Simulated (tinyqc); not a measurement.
## Admittance spectroscopy of a deep trap: effect of the bias

Schottky contact on an n-type layer with shallow donors Nd (all ionised) and a donor-like deep trap, neutral when filled and positive when empty; depletion approximation. Traps within lam of the depletion edge stay filled. The traps at xt = W - lam, where the level crosses the Fermi level, follow a slow signal and not a fast one. w = 2 pi f.

Emission rate en = sn vth(T) Nc(T) exp(-Et/kB T) = sn g T^2 exp(-Et/kB T), g = vth Nc/(300 K)^2, as vth goes as T^0.5 and Nc as T^1.5 (degeneracy factor 1). lam = sqrt(2 eps0 eps_r (EF - ET)/(q Nd)), EF - ET = Et - (kB T/q) ln(Nc(T)/Nd), Nc(T) = Nc (T/300 K)^1.5. In the steady state at the band bending V, 2 eps0 eps_r V/q = Nd W^2 + Nt (W - lam)^2 (the second term only if W > lam). V = Vbi + Vr. C_HF = eps0 eps_r/W, C_LF = eps0 eps_r (Nd + Nt)/(Nd W + Nt xt). Inflection frequency w0 = 2 en [1 + Nt xt/(Nd W)]; C = C_HF + (C_LF - C_HF)/(1 + (w/w0)^2), G/w = (C_LF - C_HF)(w/w0)/(1 + (w/w0)^2).

Parameters, values chosen for the exercise; material values close to those of silicon: relative permittivity eps_r = 11.8; conduction-band density of states at 300 K Nc = 2.78e19 cm^-3; thermal velocity at 300 K vth = 2.3e7 cm/s; shallow donor density Nd = 1.6e15 cm^-3; built-in voltage Vbi = 0.64 V; depth of the trap below the conduction edge Et = 0.33 eV; capture cross-section sn = 3.8e-15 cm^2; trap density Nt = 8.6e14 cm^-3; temperature T = 201 K.

Constants: q = 1.602176634e-19 C, kB = 1.380649e-23 J/K, eps0 = 8.8541878128e-14 F/cm where lengths are in cm. Results are converted to the units shown.

Result of one run:

| Vr (V) | W (nm) | xt/W | C_HF (nF/cm^2) | step (nF/cm^2) | step (% of C_HF) |
|---|---|---|---|---|---|
| 6 | 1998 | 0.8130 | 5.228 | 0.3657 | 6.994 |

What becomes of these results when the reverse bias Vr is changed from 6 to 3.4 V, all else the same?

Result of the changed run:

| Vr (V) | W (nm) | xt/W | C_HF (nF/cm^2) | step (nF/cm^2) | step (% of C_HF) |
|---|---|---|---|---|---|
| 3.4 | 1583 | 0.7640 | 6.599 | 0.5935 | 8.993 |

The whole series:

| Vr (V) | W (nm) | xt/W | C_HF (nF/cm^2) | step (nF/cm^2) | step (% of C_HF) |
|---|---|---|---|---|---|
| 0 | 685.2 | 0.4547 | 15.25 | 3.592 | 23.56 |
| 0.9 | 1016 | 0.6324 | 10.28 | 1.516 | 14.75 |
| 1.7 | 1230 | 0.6962 | 8.493 | 1.009 | 11.88 |
| 2.6 | 1429 | 0.7385 | 7.311 | 0.7355 | 10.06 |
| 3.4 | 1583 | 0.7640 | 6.599 | 0.5935 | 8.993 |
| 4.3 | 1739 | 0.7851 | 6.008 | 0.4879 | 8.122 |
| 5.1 | 1866 | 0.7997 | 5.599 | 0.4215 | 7.528 |
| 6 | 1998 | 0.8130 | 5.228 | 0.3657 | 6.994 |

xt/W rises from 0.455 to 0.813 since lam stays at 374 nm, and the relative step falls from 23.6 to 6.99 %: the nearer xt lies to W in proportion, the less the traps add.

Program tinyqc, `OMP_NUM_THREADS=1 python tinyqc.py 2050036 2050037 out.jsonl`; Intel Xeon 2.30GHz, shared host, one thread, about 0.01 s.
